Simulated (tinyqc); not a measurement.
Worked calculation: oxidation of curved silicon (wires and holes): cylindrical Deal-Grove kinetics with stress-retarded reaction. Computed by tinyqc, a small Python program that keeps every step. Command: `OMP_NUM_THREADS=1 python tinyqc.py 3018971 3018972 out.jsonl wireox walk`. One thread of a shared host (Intel(R) Xeon(R) Processor @ 2.30GHz), about 0.02 s of CPU time with the checks. Intermediate numbers are printed to about 7 digits and carried at full precision; extremes and crossings named in words are read from the listed rows.

Silicon fills r > a and oxide b < r < a. One volume of silicon gives 2.25 volumes of oxide, and the length is fixed.

Inputs (values chosen for the exercise, close to those used for silicon in dry oxygen):

| quantity | value | unit |
|---|---|---|
| prefactor B0 | 754 | um^2/h |
| activation energy E_B | 1.24 | eV |
| prefactor (B/A)0 | 4.39e+06 | um/h |
| activation energy E_A | 2.02 | eV |
| starting silicon radius a0 | 63 | nm |
| starting oxide x_i | 2 | nm |
| viscosity prefactor eta0 | 6.8e-09 | Pa s |
| viscosity energy E_eta | 5.69 | eV |
| critical shear stress s_c | 59 | MPa |
| activation volume V_k | 7.6 | angstrom^3 |
| temperature T | 950 | C |
| time t | 2 | h |

Shape: hole (concave).

Constants: k_B = 8.617333262e-05 eV/K.

## Planar constants and viscosity

B = B0 exp(-E_B/(k_B T)), B/A = (B/A)0 exp(-E_A/(k_B T)), eta = eta0 exp(E_eta/(k_B T)); 1 um = 1000 nm. Temperatures in kelvin are T(C) + 273.15.

B = 5863.618 nm^2/h

B/A = 20.86429 nm/h

low-stress viscosity eta = 1.893087e+15 Pa s

k_B T = 0.1054029 eV

## Rate at the start

Geometry: b^2 = b0^2 - 1.25 (a^2 - a0^2), b0 = a0 - x_i. Rate of oxide made per interface area: q = 1/[1/k + 2 a |ln(b/a)|/B], and |da/dt| = q/2.25. Reaction k = (B/A) exp(-sigma V_k/(k_B T)). New oxide pushes the old with radial speed u = 1.25 |da/dt| at r = a; the shear stress at radius r is s_c asinh(z a^2/r^2), z = 2 eta u/(a s_c) (Eyring flow), and the compressive normal stress at the interface is sigma = |int_a^b 2 s/r dr| = s_c |F(z) - F(z a^2/b^2)|, F(y) = int_0^y asinh(w)/w dw. q and sigma are solved together. 1 MPa angstrom^3 = 6.241509e-6 eV.

oxide radius b0 = 61 nm

rate q without stress = 20.56681 nm/h

normal stress sigma = 33.46813 MPa

factor on the reaction = 0.9850509

rate q with stress = 20.26368 nm/h

## State after time t

Integrate da/dt adaptively (tolerance 1e-8); a wire counts as consumed at a = 0.5 nm and a hole as closed at b = 0.5 nm. Planar reference: x^2 + A x = B t + x_i^2 + A x_i, A = B/(B/A).

silicon radius a = 76.72624 nm

oxide thickness = 40.34487 nm

normal stress at time t = 769.4024 MPa

planar thickness = 38.47534 nm

ratio to the planar thickness = 1.048591

Stress now cuts the reaction constant to 71 % of its planar value. Caution: the oxide is taken as a purely viscous fluid in steady flow; elasticity, stress-dependent diffusion and thin-oxide enhancement are left out.

## Geometry alone against geometry with stress

A dash marks a stress-free run that has consumed the wire or closed the hole.

Oxide thickness (nm):

| t (h) | planar | curved, no stress | curved, with stress | a (nm) | sigma (MPa) |
|---|---|---|---|---|---|
| 0.06 | 3.22899 | 3.25797 | 3.23384 | 63.53554 | 54.154 |
| 0.20 | 6.05657 | 6.20508 | 6.08211 | 64.74866 | 102.099 |
| 0.40 | 10.00385 | 10.44592 | 10.08302 | 66.39802 | 170.150 |
| 0.80 | 17.60307 | 19.05418 | 17.88329 | 69.42830 | 306.839 |
| 1.40 | 28.36197 | 32.41346 | 29.22098 | 73.38534 | 522.419 |
| 2.00 | 38.47534 | 46.74569 | 40.34487 | 76.72625 | 769.402 |
| 3.00 | 54.16695 | - | 59.34468 | 81.04899 | 1382.146 |

At 2 h the thickness is 1.215 of the planar value from geometry alone and 1.049 with stress. In a hole the oxide is squeezed into a smaller circumference, which thickens it, while the oxidant must spread over a larger interface. Stress takes 14 % off the stress-free value. Caution: elasticity of the oxide, stress-dependent diffusion and thin-oxide enhancement are left out.

Checks made by the program: large-radius limit against the planar law (relative difference 2e-07).
